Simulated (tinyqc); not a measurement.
Worked calculation: Kronig-Penney superlattice by transfer matrices. Values are carried at full precision from step to step, so a last printed digit may differ when a step is redone from the rounded ones.

Wells (width a, potential 0, mass mw) alternate with barriers (width b, height V0, mass mb); period d = a + b; c = hbar^2/2m0. The vector (psi, psi'/m) is continuous, and a layer of thickness t carries it by M = [[cos kt, (m/k) sin kt], [-(k/m) sin kt, cos kt]] with k = sqrt(m (E - V)/c); for E < V, k = i kappa gives [[cosh, (m/kappa) sinh], [(kappa/m) sinh, cosh]] of kappa t. A Bloch state obeys cos(q d) = tr(Mb Mw)/2.

Constants: hbar^2/2m0 = 3.80998211 eV angstrom^2; hbar = 6.58211957e-16 eV s.

Parameters, chosen for this exercise (near those of a strained Si superlattice with barriers of SiGe; not measured data): a = 33 angstrom (well width); b = 9 angstrom (barrier width); V0 = 0.178 eV (barrier height); mw = 0.89 m0 (mass in the wells); mb = 0.904 m0 (mass in the barriers); E = 0.0238 eV (trial energy); F = 10 kV/cm (field along the axis).

## Layer matrices at one energy

Form the matrix of the well and of the barrier at E.

k in the well = 0.07456 1/angstrom
kappa in the barrier = 0.19128 1/angstrom

Mw (angstrom units):
```
           1         2
1   -0.77693    7.5149
2  -0.052746  -0.77693
```

Mb (angstrom units):
```
         1       2
1   2.8859  12.794
2  0.57279  2.8859
```

## The matrix of one period

Multiply M = Mb Mw and take half the trace. If its size is at most 1, E lies in a miniband and q d = arccos(tr M/2); otherwise the state decays by exp(-arccosh|tr M/2|) a period.

M:
```
          1       2
1   -2.9169  11.747
2  -0.59723  2.0623
```

tr M/2 = -0.4273
q d in a band, or the decay exponent in a gap = 2.012

E lies in a miniband; det M = 1.0000, as for any such product.

## Miniband edges

The edges are the energies where tr M/2 = +1 (q = 0) or -1 (q = pi/d); the first three minibands.

Minibands:

| band | bottom (eV) | top (eV) | width (meV) |
|---|---|---|---|
| 1 | 0.0193 | 0.0261 | 6.8 |
| 2 | 0.0751 | 0.1041 | 29.1 |
| 3 | 0.1630 | 0.2329 | 69.8 |

2 minibands of these lie wholly below V0. The first gap is 48.9 meV wide; the single well of width a has E1 = 0.0227 eV, inside the first miniband.

## Dispersion along the axis

Solve tr M/2 = cos(q d) inside each miniband at q d/pi = 0, 1/6, ..., 1. The cosine form is E_bottom + (W/2)(1 - cos q d) with the true width W.

Energies (eV):

| q d/pi | band 1 | cosine form | band 2 |
|---|---|---|---|
| 0.000 | 0.0193 | 0.0193 | 0.1041 |
| 0.167 | 0.0197 | 0.0197 | 0.1013 |
| 0.333 | 0.0207 | 0.0210 | 0.0949 |
| 0.500 | 0.0223 | 0.0227 | 0.0876 |
| 0.667 | 0.0241 | 0.0244 | 0.0811 |
| 0.833 | 0.0255 | 0.0257 | 0.0766 |
| 1.000 | 0.0261 | 0.0261 | 0.0751 |

The cosine form, which holds for hopping between neighbouring wells alone, misses band 1 by at most 0.4 meV, 6 % of its width.

## Mass along the axis

With f(E) = tr M/2, 1 - (q d)^2/2 = 1 + f'(E_bottom)(E - E_bottom) gives m_z = -2 c f'/d^2 (f' by a central difference of 1e-6 eV at the bottom of band 1). The cosine form gives 4 c/(W d^2), W the width of band 1 between tr M/2 = +1 and -1.

f' = -365.7 1/eV
m_z = 1.580 m0
m_z of the cosine form = 1.264 m0
W = 6.83 meV

The mass along the axis is 1.77 times mw.

## In a field along the axis

One-band picture: ladder spacing e F d, Bloch frequency e F d/(2 pi hbar), and extent W/(e F) of a Stark state, with W the width of band 1; 1 kV/cm = 1e-5 V/angstrom.

e F d = 4.200 meV
Bloch frequency = 1.016 THz
W/(e F d) = 1.63 periods

The state spreads over about 2 periods.

## Checks

- Bottom of band 1 from 121 plane waves (the mass step taken by inverting the matrix of m) against the transfer matrix, eV: both 0.0193.

Program tinyqc; command `OMP_NUM_THREADS=1 python tinyqc.py 1252677 1252678 out.jsonl`; about 0.05 s on one thread of a shared Intel(R) Xeon(R) Processor @ 2.30GHz.
